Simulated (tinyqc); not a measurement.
# Tunnelling through a gate dielectric, WKB transmission and Tsu-Esaki current, step by step

tinyqc, about 0.02 s, one thread, Intel Xeon 2.30GHz (shared host): `OMP_NUM_THREADS=1 python tinyqc.py 2540022 2540023 out.jsonl` Printed values are rounded.

Electrons leave the emitter at x = 0. Energies E (motion across the layers) are in eV from the emitter Fermi level; the collector Fermi level lies at -V and offers states at every E. No charge in the dielectric and no image force: F1 = V/t1, U = phi1 - F1 x. With C = hbar^2/(2 m0), kappa = sqrt(m (U - E)/C) where U > E and 0 elsewhere; T(E) = exp(-S), S = 2 times the integral of kappa over x.

Inputs (values chosen for the exercise); dielectric values close to those of zirconium oxide: temperature T = 77 K; Fermi energy of the emitter above its band bottom Ef = 4.4 eV; emitter mass in the supply function me = 1 m0; barrier of layer 1 above the emitter Fermi level at zero bias phi1 = 1.42 eV; tunnelling mass of layer 1 m1 = 0.26 m0; thickness of layer 1 t1 = 2 nm; voltage across the dielectric V = 1 V; energy of the electron followed E = -0.21 eV; cells in each layer nc = 5; lower end of the energy grid Ea = -1.2 eV; upper end of the energy grid Eb = 0.062 eV; points of the energy grid nE = 13.

Constants: q = 1.602176634e-19 C, kB = 1.380649e-23 J/K, hbar = 1.054571817e-34 J s, m0 = 9.1093837015e-31 kg, Vt = kB T/q, hbar^2/(2 m0) = 0.0380998212 eV nm^2. Results are converted to the units shown.

## Fields and band edges

F1 = V/t1, U = phi1 - F1 x.

F1 = 5 MV/cm
U at x = t1 = 0.42 eV

## WKB exponent by the midpoint rule

Cut each layer into nc equal cells, take U and kappa at the cell centres, and sum S = 2 sum kappa h.

```
cell    x (nm)    U (eV)  kappa (1/nm)
0     0.200000  1.320000      3.231253
1     0.600000  1.120000      3.012666
2     1.000000  0.920000      2.776927
3     1.400000  0.720000      2.519223
4     1.800000  0.520000      2.231961
```

S = 11.01762
T(E) = 1.640992e-5

## WKB exponent in closed form

Each layer adds (2/F) sqrt(m/C) [G(u at its left edge) - G(u at its right edge)] to S, with u = U - E (0 where negative) and G(u) = (2/3) u^1.5. The slope follows from 1/d = -dS/dE.

S = 11.01350
T(E) = 1.647782e-5
energy d over which T(E) grows by a factor e = 0.19814 eV

The midpoint rule gives S = 11.018, so its T(E) is 0.41 % below this value. The band edge stays above E through the whole stack: direct tunnelling through a trapezoid.

## Current density on a coarse energy grid

J = J0 times the integral of T(E) N(E) dE, N = ln[(1 + exp(-E/Vt))/(1 + exp((-E - V)/Vt))], J0 = q^2 me m0 kB T/(2 pi^2 hbar^3) (times 1e-4 for A/cm^2 per eV), by Simpson's rule on nE equally spaced points from Ea to Eb.

```
point     E (eV)         T(E)            N       T(E) N
0      -1.200000  2.558429e-7     150.7080  3.855757e-5
1      -1.094833  3.760050e-7     150.7080  5.666697e-5
2      -0.989667  5.584486e-7     148.9595  8.318623e-5
3      -0.884500  8.389738e-7     133.3013  1.118363e-4
4      -0.779333  1.276325e-6     117.4518  1.499067e-4
5      -0.674167  1.968685e-6     101.6023  2.000230e-4
6      -0.569000  3.083556e-6     85.75287  2.644238e-4
7      -0.463833  4.913408e-6     69.90341  3.434640e-4
8      -0.358667  7.982587e-6     54.05395  4.314903e-4
9      -0.253500  1.326036e-5     38.20448  5.066053e-4
10     -0.148333  2.260421e-5     22.35502  5.053177e-4
11     -0.043167  3.973188e-5     6.507057  2.585376e-4
12      0.062000  7.249878e-5  8.749390e-5  6.343201e-9
```

J0 = 1.073805e8 A/(cm^2 eV)
J = 33184.97 A/cm^2

The integrand peaks at E = -0.253 eV among these points. A converged quadrature from -Ef to above the barrier gives 34020 A/cm^2; this grid is 2.5 % below that.
